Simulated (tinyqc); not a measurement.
## Barrier height from two thicknesses

Problem. Through a thick flat barrier T = c exp(-2 kappa t) with a prefactor c that does not depend on t, and kappa = sqrt(m1 phi1/C), C = hbar^2/(2 m0). Find kappa, the decades lost for each nanometre, c and phi1.

Values chosen for this exercise:

| symbol | value | unit | meaning |
|---|---|---|---|
| m1 | 0.52 | m0 | tunnelling mass of layer 1 |

Constants: q = 1.602176634e-19 C, hbar = 1.054571817e-34 J s, m0 = 9.1093837015e-31 kg, hbar^2/(2 m0) = 0.0380998212 eV nm^2. Results are converted to the units shown.

T at t = 1.4 and 2 nm: 2.7080776e-8  1.1034770e-11

Answer. The ratio of the two values removes c: kappa = ln(T_a/T_b)/(2 (t_b - t_a)).

kappa = 6.50 1/nm
decades a nanometre = 5.65
c = 2.20
phi1 = 3.10 eV

Computed by the program tinyqc: `OMP_NUM_THREADS=1 python tinyqc.py 2540162 2540163 out.jsonl`, one thread of a shared Intel Xeon 2.30GHz, about 0.03 s for the whole run.
